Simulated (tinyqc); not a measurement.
Nuclear against electronic stopping over energy: ion implantation: universal nuclear stopping, Lindhard-Scharff electronic stopping and a Gaussian range profile. Computed by tinyqc, a small Python program. Command: `OMP_NUM_THREADS=1 python tinyqc.py 3025902 3025903 out.jsonl implant walk`. One thread of a shared host (Intel(R) Xeon(R) Processor @ 2.30GHz), about 0.07 s of CPU time with the checks.

An ion slows by elastic collisions with screened nuclei and by friction with electrons; channelling is ignored and the target is uniform.

Inputs (values chosen for the exercise, modelled on nitrogen ions in copper):

| quantity | value | unit |
|---|---|---|
| ion atomic number Z1 | 7 | - |
| ion mass M1 | 14 | u |
| target atomic number Z2 | 29 | - |
| target mass M2 | 63.55 | u |
| target density N | 84.9 | 1/nm^3 |
| scale factor of electronic stopping k | 1.2 | - |

Method:
- Reduced energy eps = 32.53 M2 E/(Z1 Z2 (M1 + M2)(Z1^0.23 + Z2^0.23)), E in keV; s_n = ln(1 + 1.1383 eps)/(2 (eps + 0.01321 eps^0.21226 + 0.19593 eps^0.5)) for eps up to 30 and ln(eps)/(2 eps) above; S_n = 8.462 Z1 Z2 M1 s_n/((M1 + M2)(Z1^0.23 + Z2^0.23)) in 1e-15 eV cm^2.
- S_e = k 3.83 Z1^(7/6) Z2/(Z1^(2/3) + Z2^(2/3))^(3/2) sqrt(E/M1) in 1e-15 eV cm^2, E in keV.
- Path length R = int_0^E dE'/(N (S_n + S_e)); energy lost to nuclei nu = int_0^E S_n/(S_n + S_e) dE' (both with E' = E y^3 and 64 Gauss-Legendre points in y).

Stopping (1e-15 eV cm^2) and range:

| E (keV) | eps | S_n | S_e | R (nm) | nu/E |
|---|---|---|---|---|---|
| 1 | 3.5168e-02 | 20.790 | 7.27 | 7.51 | 0.76577 |
| 2 | 7.0337e-02 | 24.637 | 10.29 | 11.22 | 0.74395 |
| 5 | 1.7584e-01 | 28.362 | 16.27 | 19.99 | 0.69820 |
| 10 | 3.5168e-01 | 29.223 | 23.01 | 32.07 | 0.64661 |
| 20 | 7.0337e-01 | 27.755 | 32.53 | 52.90 | 0.57638 |
| 50 | 1.7584e+00 | 22.450 | 51.44 | 105.30 | 0.45342 |
| 100 | 3.5168e+00 | 17.137 | 72.75 | 177.16 | 0.34628 |
| 200 | 7.0337e+00 | 12.052 | 102.88 | 292.17 | 0.24318 |
| 500 | 1.7584e+01 | 6.861 | 162.67 | 540.71 | 0.13552 |

What follows from these numbers?

Nuclear stopping peaks near 10 keV among these rows (eps = 0.35; the universal curve peaks near 0.3). Electronic stopping overtakes it between 10 and 20 keV. The path length grows as E^0.58 at the low end and E^0.67 at the high end; constant stopping would give E^1, and stopping that rises with E, be it nuclear (below its peak) or electronic, gives a lower exponent.

Extremes, crossings and ranges named in words are read from the listed rows.
